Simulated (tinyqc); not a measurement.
What each parameter does: averaged masses of warped heavy- and light-hole bands.

Four-band hole energies E = c k^2 f(u), c = hbar^2/2m0, f = g1 -/+ 2 sqrt(g2^2 + 3 (g3^2 - g2^2) s), s = ux^2 uy^2 + uy^2 uz^2 + uz^2 ux^2 for the unit vector u; minus for heavy, plus for light holes; the mass along u is 1/f.

Grid: n x n midpoints in cos(theta) from 0 to 1 and phi from 0 to pi/2, equal weights. m_d = <f^(-3/2)>^(2/3). Conductivity mass for one scattering time: 1/m_c = <|w|^2 f^(-5/2)>/<f^(-3/2)> with w = grad_k(k^2 f)/(2 k), that is |w|^2 = f^2 + |angular gradient of f|^2/4.

Parameters, chosen for this exercise (out of a larger set: near those of Si; not measured data):
- g1 = 4.28 (Luttinger gamma1)
- g2 = 0.34 (gamma2)
- g3 = 1.45 (gamma3)

n = 40.

One parameter was then changed.

Results before and after:

| case | m_d heavy (m0) | m_c heavy (m0) | m_d light (m0) | m_c light (m0) |
|---|---|---|---|---|
| base | 0.5215 | 0.4148 | 0.1551 | 0.1493 |
| changed | 0.5436 | 0.4204 | 0.1536 | 0.1475 |

Which of these changes was made? (a) g1 = 4.408; (b) g3 = 1.494; (c) g2 = 0.35.
Answer: (b) g3 = 1.494. Of the candidates, run in turn, only this one gives the changed row.

All candidates:

| case | m_d heavy (m0) | m_c heavy (m0) | m_d light (m0) | m_c light (m0) |
|---|---|---|---|---|
| base | 0.5215 | 0.4148 | 0.1551 | 0.1493 |
| g1 = 4.408 | 0.4872 | 0.3964 | 0.1520 | 0.1466 |
| g2 = 0.35 | 0.5221 | 0.4159 | 0.1550 | 0.1493 |
| g3 = 1.494 | 0.5436 | 0.4204 | 0.1536 | 0.1475 |

Program tinyqc; command `OMP_NUM_THREADS=1 python tinyqc.py 1080287 1080288 out.jsonl`; about 0.03 s on one thread of a shared Intel(R) Xeon(R) Processor @ 2.30GHz.
